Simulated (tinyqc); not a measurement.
Quantum point contact as a saddle point: two steps of the calculation.

Potential V0 - m wx^2 x^2/2 + m wy^2 y^2/2; energies are counted from V0. Mode n = 0, 1, ... transmits T_n(E) = 1/(1 + exp(-2 pi (E - E_n)/wx)), E_n = wy (n + 1/2); each mode carries 2 q^2/h.

Values chosen for this exercise:
- T = 4.2 K (temperature)
- wy = 3.5 meV (transverse quantum hbar wy)
- wx = 1.4 meV (curvature of the barrier hbar wx)
- mu = 1.43 meV (Fermi level above the saddle point)
- nE = 11 (points of the energy grid)
- xm = 8 (half-range of the grid in kB T)

Constants: q = 1.602176634e-19 C, kB = 1.380649e-23 J/K, h = 6.62607015e-34 J s, Vt = kB T/q. Results are converted to the units shown.

Task 1. Transmissions at the Fermi level. At zero temperature g = G/(2 q^2/h) = sum T_n(mu); Fano factor sum T_n (1 - T_n)/sum T_n. Modes beyond those listed are in the sums but add less than 1e-4 to g.

Give: E_n; T_n; g; G; Fano factor.

Result 1.

| mode | E_n (meV) | T_n |
|---|---|---|
| 0 | 1.750 | 0.1921 |
| 1 | 5.250 | 0.0000 |

g = 0.1921
G = 14.89 uS
Fano factor = 0.8079

Task 2. Thermal average on a coarse grid. g(T) = int g(E) (-df/dE) dE = int g(mu + x kB T) dx/(4 cosh^2(x/2)), g(E) the zero-temperature value at E, g = G/(2 q^2/h). Simpson's rule on nE equally spaced x from -xm to xm.

Find: x; E; g(E); weight; integral of the weight; g(T); g(T) divided by the integral of the weight.

Result 2.

| point | x | E (meV) | g(E) | weight |
|---|---|---|---|---|
| 0 | -8.0000 | -1.4654 | 0.0000 | 0.00034 |
| 1 | -6.4000 | -0.8863 | 0.0000 | 0.00166 |
| 2 | -4.8000 | -0.3073 | 0.0001 | 0.00810 |
| 3 | -3.2000 | 0.2718 | 0.0013 | 0.03763 |
| 4 | -1.6000 | 0.8509 | 0.0174 | 0.13976 |
| 5 | 0.0000 | 1.4300 | 0.1921 | 0.25000 |
| 6 | 1.6000 | 2.0091 | 0.7618 | 0.13976 |
| 7 | 3.2000 | 2.5882 | 0.9773 | 0.03763 |
| 8 | 4.8000 | 3.1673 | 0.9984 | 0.00810 |
| 9 | 6.4000 | 3.7463 | 1.0010 | 0.00166 |
| 10 | 8.0000 | 4.3254 | 1.0155 | 0.00034 |

integral of the weight = 1.0168
g(T) = 0.30955
g(T) divided by the integral of the weight = 0.30445

Computed by the program tinyqc: `OMP_NUM_THREADS=1 python tinyqc.py 2740023 2740024 out.jsonl`, one thread of a shared Intel Xeon 2.30GHz, about 0.03 s for the whole run.
